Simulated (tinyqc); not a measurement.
Thermal, flicker and telegraph noise of a field-effect transistor. Which input was changed? Computed by tinyqc, a small Python program. Command: `OMP_NUM_THREADS=1 python tinyqc.py 3006954 3006955 out.jsonl noise which`. One thread of a shared host (Intel(R) Xeon(R) Processor @ 2.30GHz), about 0.04 s of CPU time with the checks.

Strong inversion, threshold roll-off and channel-length modulation left out; noise sources are uncorrelated and are given as one-sided spectral densities.

Inputs (values chosen for the exercise, modelled on a silicon n-channel):
```
quantity                                 value         unit
width W                                     59   micrometre
length L                                  2000           nm
electrical oxide thickness t               1.5           nm
mobility mu                                330   cm^2/(V s)
saturation velocity v_s                   0.74     1e7 cm/s
overdrive V_ov                            0.21            V
thermal noise factor gamma               0.667            -
oxide trap density N_t                   1e+17  1/(eV cm^3)
oxide barrier phi                          2.1           eV
oxide mass m_ox                           0.35          m_0
Coulomb scattering coefficient alpha_sc   2900        V s/C
frequency f                              50000           Hz
temperature T                              200            K
```

Operating region: saturation. Flicker model: number with correlated mobility.

Constants: eps_0 = 8.8541878128e-12 F/m; hbar = 1.054571817e-34 J s; m_0 = 9.1093837015e-31 kg; e = 1.602176634e-19 C; k_B = 8.617333262e-05 eV/K; k_B = 1.380649e-23 J/K.

Method:
- C_ox = 3.9 eps_0/t; V_c = 2 v_s L/mu; I = W C_ox v_s V_ov^2/(V_ov + V_c); g_m = W C_ox v_s V_ov (V_ov + 2 V_c)/(V_ov + V_c)^2; g_d0 = mu C_ox (W/L) V_ov.
- Tunnelling length lambda = hbar/(2 sqrt(2 m_ox phi)); flat-band noise S_Vfb = e^2 k_B T lambda N_t/(W L C_ox^2 f). S_I = g_m^2 S_Vfb (1 + alpha_sc mu C_ox I/g_m)^2.
- Thermal: S_I = 4 k_B T gamma g_d0; input-referred S_V = S_I/g_m^2; corner f_c where flicker equals thermal.
- Total input noise from 1 Hz to f_c: sqrt(S_V,thermal [f_c ln(f_c/1 Hz) + f_c - 1 Hz]).

Question. One of these inputs alone was changed, within the range given: electrical oxide thickness t (0.75 to 3); mobility mu (165 to 660); overdrive V_ov (0.105 to 0.42); temperature T (100 to 400). Which one, and to what value?

Results:
```
run     flicker S_I/I^2 (1/Hz)  corner frequency f_c (Hz)  g_m (microsiemens)
before            2.174082e-16                   73097.36            4546.012
after             2.706789e-16                   61565.77            4000.093
```

Answer.

Each candidate set to reproduce flicker S_I/I^2, and what it then gives:
```
candidate                          range searched  value needed  corner frequency f_c (Hz)  g_m (microsiemens)
electrical oxide thickness t (nm)       0.75 to 3         1.714                 7.9629e+04              3977.6
mobility mu (cm^2/(V s))               165 to 660         541.6                 1.4508e+05              7300.7
overdrive V_ov (V)                  0.105 to 0.42        0.1840                 6.1566e+04              4000.1
temperature T (K)                      100 to 400         249.0                 7.3097e+04              4546.0
```

Only overdrive V_ov fits every result: it went from 0.21 to 0.184 V. The next best candidate, temperature T, misses one result by 19 %.
